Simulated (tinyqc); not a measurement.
Surface segregation during layer-by-layer epitaxy: two-layer exchange kinetics and the shape of quantum wells and delta layers: one step, computed by the program tinyqc. Command: `OMP_NUM_THREADS=1 python tinyqc.py 3003367 3003368 out.jsonl mbeseg walk`. One thread of a shared host (Intel(R) Xeon(R) Processor @ 2.30GHz), about 0.02 s of CPU time with the checks.

Atoms A and B exchange only between the growing layer and the one below it. B is supplied for N layers, then pure A follows.

Task: Exchange rates. p1 = nu exp(-E1/(k_B T)) (B up, A down), p2 = nu exp(-(E1 + E_s)/(k_B T)) (B down); time per layer tau = 1/G; K = p1/p2. Temperatures in kelvin are T(C) + 273.15. Dilute equilibrium share passed up per layer R_eq = K/(1 + K).

Inputs (values chosen for the exercise, close to those used for indium in GaAs):
```
quantity,value,unit
barrier E1 for B to move up,1.76,eV
segregation energy E_s,0.22,eV
attempt frequency nu,10,THz
growth rate G,0.063,layers/s
temperature T,500,C
```

Constants: k_B = 8.617333262e-05 eV/K.

Give: p1; p2; p1 tau; K; R_eq.

Result:

p1 = 33.69 1/s

p2 = 1.240 1/s

p1 tau = 534.7

K = 27.17

R_eq = 0.9645

Exchange is fast against growth: the two layers are near equilibrium.
